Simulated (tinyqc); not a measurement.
Inside a calculation. Method: inverse iteration on a symmetric matrix. One step of it, computed by the program tinyqc.

Problem. Step 2. solve (A - shift) w = v; v' = w/|w| with its largest component positive (the first on a tie); lambda = v'^T A v'.

A, lower triangle:
```
           1          2         3         4
1   0.092000
2  -0.053000   0.971000
3  -1.821000  -0.070000  1.028000
4  -0.196000   0.590000  0.888000  1.916000
```

vector after step 1: -0.482719  0.560157  -0.494963  0.456309

shift = 0.130000

Give: vector after step 2; Rayleigh quotient after step 2.

Solution.

vector after step 2: 0.370  0.880  0.282  -0.096

Rayleigh quotient after step 2 = 0.280
